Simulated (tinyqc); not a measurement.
Bias-temperature instability from a Gaussian distribution of capture and emission barriers: one step, computed by the program tinyqc. Command: `OMP_NUM_THREADS=1 python tinyqc.py 3004102 3004103 out.jsonl bti walk`. One thread of a shared host (Intel(R) Xeon(R) Processor @ 2.30GHz), about 0.01 s of CPU time with the checks.

Each trap has a capture time tau_0 exp(E_c/(k_B T)) under stress and an emission time tau_0 exp(E_e/(k_B T)) after it. E_c is Gaussian, and E_e = E_c + d with d Gaussian and independent. A trap counts as filled once t_s exceeds its capture time and as emptied once t_r exceeds its emission time.

Problem. Recovery. Demarcation energies E_s = k_B T ln(t_s/tau_0), E_r = k_B T ln(t_r/tau_0); mean barrier mu = mu_c - k_F F; z = (E_s - mu)/sigma_c; Phi is the standard normal distribution. Temperatures in kelvin are T(C) + 273.15. Remaining shift dV = V_max int_(-infinity)^(E_s) g(E_c) [1 - Phi((E_r - E_c - delta)/sigma_d)] dE_c, g the Gaussian density of E_c (Gauss-Legendre, 120 points over 7 sigma_c below E_s).

Inputs (values chosen for the exercise, for a model p-channel transistor):
```
quantity,value,unit
shift with all traps filled V_max,86,mV
spread of capture barriers sigma_c,0.24,eV
"mean of E_e - E_c at the stress field, delta",-0.27,eV
"spread of E_e - E_c, sigma_d",0.21,eV
time constant tau_0,8e-09,s
temperature T,60,C
stress time t_s,30000,s
recovery time t_r,10,s
```

mean barrier mu = 1.4508 eV

shift without recovery dV0 = 0.4227699 mV

Constants: k_B = 8.617333262e-05 eV/K.

Give: E_r; remaining shift dV; remaining share dV/dV0.

Solution.

E_r = 0.60134 eV

remaining shift dV = 0.12760 mV

remaining share dV/dV0 = 0.30182

A measurement delay of t_r hides 70 % of the shift.
